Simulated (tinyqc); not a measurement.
Rapid thermal processing of a wafer: radiative balance, ramp and cooling, pattern effects, pyrometer error and spike budget: one step, computed by the program tinyqc.

The wafer is opaque and uniform through its thickness unless said otherwise; temperatures in formulas are in kelvin (C + 273.15). sigma = 5.670374419e-12 W/(cm^2 K^4).

Task: Power to hold and to ramp. Effective emissivity between parallel grey plates: eps_eff = 1/(1/eps + 1/(1 - r) - 1). Loss per area q(T) = 2 eps_eff sigma (T^4 - T_w^4) + h (T - T_w). Absorbed power during a ramp = q(T) + C d x ramp rate; thermal time constant tau = C d/(dq/dT), dq/dT = 8 eps_eff sigma T^3 + h; natural cooling rate q/(C d); front-to-back difference under one-sided heating at the end of the ramp = (absorbed power) d/(2 k).

Inputs (values chosen for the exercise, modelled on a hot silicon wafer):

| quantity | value | unit |
|---|---|---|
| wafer thickness d | 525 | micrometre |
| heat capacity per volume C | 2.18 | J/(cm^3 K) |
| thermal conductivity k | 0.28 | W/(cm K) |
| emissivity eps of each face | 0.58 | - |
| reflectivity of the chamber walls r | 0.64 | - |
| gas heat-transfer coefficient h, both faces together | 2.4 | mW/(cm^2 K) |
| wall temperature T_w | 350 | K |
| process temperature | 862 | C |
| ramp rate | 39 | K/s |

Give: eps_eff; holding power q; power at the end of the ramp; dq/dT; time constant tau; natural cooling rate; front-to-back difference.

Result:

eps_eff = 0.28556

holding power q = 7.2129 W/cm^2

power at the end of the ramp = 11.676 W/cm^2

dq/dT = 21.348 mW/(cm^2 K)

time constant tau = 5.3612 s

natural cooling rate = 63.022 K/s

front-to-back difference = 1.0947 K

Radiation carries 74 % of the loss. The ramp needs 1.6 times the holding power.
